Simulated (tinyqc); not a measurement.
# Gain factor and gap resistance from two string resistances

Inverse problem. At small bit-line voltage each of the 48 cells has the resistance 1/(K x) at overdrive x (no mobility reduction) in series with a gap resistance Rg. Find K, Rg and the share of the gaps at the higher overdrive.

resistance of a string of 48 equal cells at overdrives of 3.1 and 7.5 V (kohm): [2354.4393, 1037.9362]

Solution. The resistance per cell is a straight line in 1/x with slope 1/K and intercept Rg.

K = 6.90 uA/V^2
Rg = 2.30 kohm
share of the gaps = 10.6 %

Computed by the program tinyqc: `OMP_NUM_THREADS=1 python tinyqc.py 2142160 2142161 out.jsonl`, one thread of a shared Intel Xeon 2.30GHz, about 0.3 s for the whole run.
